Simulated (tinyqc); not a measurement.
# Changing the seed thickness t

Model: electroplating on a thin resistive seed layer: kinetics, Wagner number and the terminal effect across a wafer. Computed by tinyqc, a small Python program. Command: `OMP_NUM_THREADS=1 python tinyqc.py 3121549 3121550 out.jsonl terminal sweep`. One thread of a shared host (Intel(R) Xeon(R) Processor @ 2.30GHz), about 0.08 s of CPU time with the checks.

Current enters the seed at the rim. The bath is treated as a local resistance per area (no lateral flow in the liquid), two electrons per ion, molar volume 7.11 cm^3/mol, Faraday constant F = e N_A, kinematic viscosity 0.01 cm^2/s, omega = 2 pi x rpm/60; k_B T/e is in volts.

Inputs (values chosen for the exercise, of the order of those for copper plating from an acid sulfate bath):

| quantity | value | unit |
|---|---|---|
| wafer radius R | 7.5 | cm |
| seed resistivity | 16 | microohm cm |
| bath conductivity kappa | 0.13 | S/cm |
| gap to the anode h | 4.9 | cm |
| extra resistance of a porous plate | 0 | ohm cm^2 |
| exchange current density i_0 | 1.6 | mA/cm^2 |
| cathodic transfer coefficient alpha | 0.37 | - |
| mean current density | 30 | mA/cm^2 |
| diffusivity of the metal ion | 4.3e-06 | cm^2/s |
| metal ion concentration | 0.23 | mol/L |
| rotation rate | 100 | rpm |
| temperature T | 298 | K |

Constants: e = 1.602176634e-19 C; N_A = 6.02214076e+23 1/mol; k_B = 8.617333262e-05 eV/K.

Method:
- Growth rate = i V_m/(2 F). Levich limit i_L = 0.62 x 2 F D^(2/3) omega^(1/2) nu^(-1/6) c. Tafel overpotential eta = (k_B T/(alpha e)) ln(i/i_0); kinetic resistance k_B T/(alpha e i); bath resistance h/kappa + plate; R_s = resistivity/t; Wagner number = kinetic resistance x kappa/R.
- Linearised: with R_t = kinetic + bath resistance the current density obeys (1/r)(r i')' = i R_s/R_t, so i = A I_0(r/l), l = sqrt(R_t/R_s); with x = R/l, edge/centre = I_0(x) and edge/mean = x I_0(x)/(2 I_1(x)).
- Voltage drop in the seed for a uniform current: i R_s R^2/4.
- Full model: seed potential phi(r) with (1/r)(r phi')' = R_s i, where i solves phi = R_b i + (k_B T/(alpha e)) ln(i/i_0) (phi being the driving voltage left at r); phi'(0) = 0 and phi'(R) = R_s i_mean R/2. Solved by collocation to a tolerance of 1e-7.

One run for each value:

| seed thickness t (nm) | edge over centre, full model | edge over centre, linear | x = R/l | drop for uniform current (mV) |
|---|---|---|---|---|
| 5.0 | 73.570 | 128.70 | 6.7077 | 13500 |
| 17.0 | 7.904 | 8.29 | 3.6378 | 3971 |
| 30.0 | 3.907 | 3.96 | 2.7384 | 2250 |
| 55.0 | 2.308 | 2.32 | 2.0225 | 1227 |
| 100.0 | 1.645 | 1.65 | 1.4999 | 675 |
| 180.0 | 1.338 | 1.34 | 1.1180 | 375 |
| 330.0 | 1.178 | 1.18 | 0.8257 | 205 |
| 600.0 | 1.096 | 1.10 | 0.6123 | 112 |

Give the missing row, seed thickness t (nm) = 9.1.

Computed row:
```
seed thickness t (nm)  edge over centre, full model  edge over centre, linear  x = R/l  drop for uniform current (mV)
9.1                                          22.279                     26.57   4.9721                           7418
```

Interpolating between the two neighbouring rows (the first column on a logarithmic scale, the others too where they are positive) misses most in edge over centre, linear, by 27 %. Over the rows, edge over centre, full model falls from 73.6 to 1.10 (exponent d ln y / d ln x -2.0 between the first rows and -0.12 between the last); edge over centre, linear falls from 129 to 1.10 (exponent d ln y / d ln x -2.6 between the first rows and -0.12 between the last); x = R/l falls from 6.71 to 0.612 (exponent d ln y / d ln x about -0.50 throughout).

Caution (all rows): the mean current exceeds 0.3 i_L, so depletion of metal ions, left out of the distribution, matters. Caution (all rows): at the rim the current nears the limiting value, which would flatten the real profile.
